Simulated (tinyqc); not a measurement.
# Two-junction solar cell, detailed-balance limit: what changes with what

The top cell takes all photons above E1, the bottom cell those between E2 and E1. Each cell follows J = Jsc - J0 (exp(V/Vt) - 1) with J0 = q ge Phi(gap, T)/ERE; light emitted by one cell and absorbed by the other is left out. In series both carry one current; wired apart (four terminals) each works at its own maximum power point. Efficiencies are counted against Pin = fs X sigma Ts^4.

Values chosen for this exercise:
- T = 298 K (cell temperature)
- Ts = 6000 K (temperature of the black-body sun)
- fs = 2.16e-5 (share of the hemisphere filled by the sun)
- X = 1 (concentration)
- ERE = 1 (external radiative efficiency)
- ge = 2 (number of faces that emit)
- E2 = 0.71 eV (gap of the bottom cell)
- E1 = 1.78 eV (gap of the top cell)

Constants: q = 1.602176634e-19 C, kB = 1.380649e-23 J/K, h = 6.62607015e-34 J s, c = 299792458 m/s, Vt = kB T/q. Results are converted to the units shown.

Each table varies one quantity; the others keep the values above.

## Effect of the temperature of the black-body sun

Photon flux above E from a black body at temperature T into a hemisphere: Phi(E, T) = A sum_k exp(-k E/th)[E^2 th/k + 2 E th^2/k^2 + 2 th^3/k^3], k = 1, 2, ..., with th = kB T/q in eV and A = 2 pi q^3/(h^3 c^2). J1 = q fs X Phi(E1, Ts), J2 = q fs X [Phi(E2, Ts) - Phi(E1, Ts)], J01 and J02 as above; sigma = 2 pi^5 kB^4/(15 h^3 c^2). In series V(J) = Vt [ln((J1 - J)/J01 + 1) + ln((J2 - J)/J02 + 1)], and J V(J) is largest where V = J Vt [1/(J1 - J + J01) + 1/(J2 - J + J02)]. Apart, each cell has (1 + v) exp(v) = 1 + Jsc/J0 at its maximum power point, v = Vmp/Vt.

Effect of the temperature of the black-body sun:
```
Ts (K),J1 (mA/cm^2),J2 (mA/cm^2),series efficiency (%),four-terminal efficiency (%)
4000,3.1312,16.209,17.352,31.259
4500,6.5561,23.860,23.019,34.460
5000,12.088,32.862,28.165,36.992
5500,20.296,43.063,32.581,38.910
6000,31.741,54.314,36.202,40.290
6500,46.965,66.477,39.032,41.215
7000,66.494,79.431,41.071,41.764
7500,90.835,93.071,41.983,42.011
```

Read the table: what changes, and by how much?

As Ts goes from 4000 to 7500 K, the series efficiency rises from 17.4 to 42.0 %, and the four-terminal one rises from 31.3 to 42.0 %. Among the rows the two lie closest, 0.028 points apart, at Ts = 7500 K, where J1/J2 = 0.976; the spread over the rows is 24.6 points in series and 10.8 apart. Current matching makes the series cell the more sensitive one.

## Effect of the external radiative efficiency

Same model as above.

The same in every row: J1 (mA/cm^2) = 31.741; J2 (mA/cm^2) = 54.314.

Effect of the external radiative efficiency:
```
ERE,series efficiency (%),four-terminal efficiency (%)
1e-5,24.579,25.337
0.0001,26.897,28.234
0.001,29.218,31.197
0.01,31.544,34.202
0.1,33.872,37.235
1,36.202,40.290
```

Read the table: what changes, and by how much?

As ERE goes from 1e-5 to 1, the series efficiency rises from 24.6 to 36.2 %, and the four-terminal one rises from 25.3 to 40.3 %. Among the rows the two lie closest, 0.76 points apart, at ERE = 1e-5, where J1/J2 = 0.584; the spread over the rows is 11.6 points in series and 15.0 apart.

## Effect of the gap of the bottom cell

Same model as above.

The same in every row: J1 (mA/cm^2) = 31.74.

Result of one run:
```
E2 (eV),J2 (mA/cm^2),series efficiency (%),four-terminal efficiency (%)
1.27,22.39,32.49,39.48
```

What becomes of these results when the gap of the bottom cell E2 is changed from 1.27 to 1.58 eV, all else the same?

Result of the changed run:
```
E2 (eV),J2 (mA/cm^2),series efficiency (%),four-terminal efficiency (%)
1.58,7.796,12.75,32.79
```

The whole series:
```
E2 (eV),J2 (mA/cm^2),series efficiency (%),four-terminal efficiency (%)
0.5,66.08,32.61,35.90
0.65,57.79,35.18,39.28
0.81,48.42,37.90,41.48
0.96,39.58,40.32,42.13
1.12,30.45,40.77,41.38
1.27,22.39,32.49,39.48
1.43,14.48,22.45,36.42
1.58,7.796,12.75,32.79
```

As E2 goes from 0.5 to 1.58 eV, the series efficiency goes from 32.6 through a maximum of 40.8 (at E2 = 1.12 eV among the rows listed) to 12.8 %, and the four-terminal one goes from 35.9 through a maximum of 42.1 (at E2 = 0.96 eV among the rows listed) to 32.8 %. Among the rows the two lie closest, 0.61 points apart, at E2 = 1.12 eV, where J1/J2 = 1.04; the spread over the rows is 28.0 points in series and 9.34 apart. Current matching makes the series cell the more sensitive one. For E2 = 1.27 to 1.58 eV the top cell has surplus current and is radiative, so luminescent coupling, left out here, would help the series cell.

tinyqc, about 0.01 s, one thread, Intel Xeon 2.30GHz (shared host): `OMP_NUM_THREADS=1 python tinyqc.py 2820129 2820130 out.jsonl`
